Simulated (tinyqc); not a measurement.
Internal loss and injection efficiency from two cavity lengths.

Inverse problem. The differential efficiency of both facets obeys 1/eta_d = (1/eta)[1 + 2 ai Lc/ln(1/(R1 R2))]. Find eta and ai.

Inputs (values chosen for the exercise):

| symbol | value | unit | meaning |
|---|---|---|---|
| R1 | 0.32 |  | front reflectance |
| R2 | 0.95 |  | back reflectance |

differential efficiency at Lc = 750 and 1875 um: [0.37615047, 0.20485210]

Answer. 1/eta_d is linear in Lc: the intercept is 1/eta, and slope over intercept is 2 ai/ln(1/(R1 R2)).

eta = 0.8500
ai = 10.00 1/cm

Program tinyqc, `OMP_NUM_THREADS=1 python tinyqc.py 2840121 2840122 out.jsonl`; Intel Xeon 2.30GHz, shared host, one thread, about 0.02 s.
